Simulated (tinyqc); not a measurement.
Propagation of a band-gap error through k.p and effective-mass formulas: sweeps and comparisons. A value that a table varies takes the place of the one given here.

Chain, for a gap E (the reference Eg or another value), with Ep and Dso kept: 1/me = 1 + Ep (E + 2 Dso/3)/(E (E + Dso)); g* = 2 - 2 Ep Dso/(3 E (E + Dso)); g1(E) = g1 + (Ep/3)(1/E - 1/Eg), g2(E) = g2 + (Ep/6)(1/E - 1/Eg), light hole 1/(g1 + 2 g2), heavy hole 1/(g1 - 2 g2) along [100]; optical constant ei(E) = 1 + (ei - 1)(EP/(EP + E - Eg))^2, static e0(E) = ei(E) + e0 - ei.

Donor: R = Ry me/e0^2, a_B = a0 e0/me, Mott density (0.26/a_B)^3. Nc, Nv = 2 (m kT/(4 pi c))^(3/2), c = hbar^2/2m0, ni = sqrt(Nc Nv) exp(-E/2kT). Exciton: Ry mu/e0^2 with 1/mu = 1/me + g1(E). 1 angstrom^-3 = 1e24 cm^-3.

Constants: Ry = 13.60569312 eV; a0 (Bohr radius) = 0.5291772105 angstrom; kB = 8.617333262e-05 eV/K; hbar^2/2m0 = 3.80998211 eV angstrom^2.

Inputs chosen for the exercise (reference values near those of InAs, gap at low temperature; the results hold for these values, not for the real material):
- Eg = 0.412 eV (gap at Gamma to the s-like level)
- Dso = 0.396 eV (spin-orbit splitting)
- Ep = 21.4 eV (Kane energy)
- g1 = 20.07 (Luttinger gamma1)
- g2 = 8.5 (gamma2)
- e0 = 15.2 (static dielectric constant)
- ei = 12.38 (optical dielectric constant)
- EP = 4.45 eV (mean (Penn) gap)
- mh = 0.59 m0 (density-of-states mass of the holes)
- T = 77 K (temperature)
- Eg2 = 0.227 eV (a wrong gap)

## The size of the error

E = f Eg; ratios against f = 1.

Results:
```
f     E (eV)  me ratio  light-hole ratio  e0 ratio  donor ratio  Mott ratio        g*  log10 ni ratio
0.25   0.103     0.289             0.263     1.116        0.232      0.0174  -107.921            9.71
0.40   0.165     0.443             0.416     1.091        0.373      0.0671   -59.130            7.82
0.60   0.247     0.637             0.616     1.059        0.568       0.218   -33.532            5.25
0.80   0.330     0.822             0.811     1.029        0.777       0.510   -21.623            2.63
1.00   0.412     1.000             1.000     1.000        1.000        1.00   -14.971            0.00
1.20   0.494     1.174             1.184     0.973        1.240        1.76   -10.834           -2.64
1.50   0.618     1.429             1.452     0.935        1.633        3.56    -7.016           -6.63
2.00   0.824     1.840             1.876     0.878        2.384        9.19    -3.620          -13.28
```

What can be read from the table?

Between f = 0.8 and 1.2 the mean powers d ln(ratio)/d ln f are 0.88 for me, 0.94 for the light hole, -0.14 for e0, 1.15 for the donor energy and 3.05 for the Mott density; ni moves by -3.20 decades per 0.1 eV, against -0.1 eV/(2 kT ln 10) = -3.27 from the exponential alone, the rest coming from Nc through me^(3/4). g* keeps its sign, from -107.92 to -3.62.

## What each input does

All at E = Eg2. Each row changes one parameter from the base and keeps the others.

Results:
```
case            me (m0)  light hole (m0)     e0  donor (meV)  exciton (meV)  log10 ni
base             0.0133           0.0153  16.21        0.688          0.473     9.505
Eg2 = 0.209 eV   0.0123           0.0141  16.31        0.631          0.433    10.070
Dso = 0.428 eV   0.0134           0.0153  16.21        0.693          0.475     9.508
Ep = 19.688 eV   0.0144           0.0159  16.21        0.747          0.506     9.532
g1 = 21.676      0.0133           0.0149  16.21        0.688          0.466     9.505
EP = 4.806 eV    0.0133           0.0153  16.13        0.695          0.478     9.505
ei = 11.39       0.0133           0.0153  16.12        0.695          0.478     9.505
mh = 0.543 m0    0.0133           0.0153  16.21        0.688          0.473     9.478
T = 70.84 K      0.0133           0.0153  16.21        0.688          0.473     8.805
```

What can be read from the table?

The largest shifts from the base row, up to three for each result and ties (the steps differ in size, so this ranks the rows, not the parameters). me (m0): Ep +0.0011, Eg2 -0.0009, Dso +0.0001; unchanged at the printed digits by g1, EP, ei, mh and T. light hole (m0): Eg2 -0.0012, Ep +0.0005, g1 -0.0004; unchanged at the printed digits by Dso, EP, ei, mh and T. e0: Eg2 +0.11, ei -0.09, EP -0.08; unchanged at the printed digits by Dso, Ep, g1, mh and T. donor (meV): Ep +0.059, Eg2 -0.057, ei +0.008; unchanged at the printed digits by g1, mh and T. exciton (meV): Eg2 -0.040, Ep +0.033, g1 -0.007; unchanged at the printed digits by mh and T. log10 ni: T -0.700, Eg2 +0.565, mh -0.027, Ep +0.027; unchanged at the printed digits by g1, EP and ei.

tinyqc: `OMP_NUM_THREADS=1 python tinyqc.py 1880321 1880322 out.jsonl`; about 0.01 s, one thread, shared Intel(R) Xeon(R) Processor @ 2.30GHz.
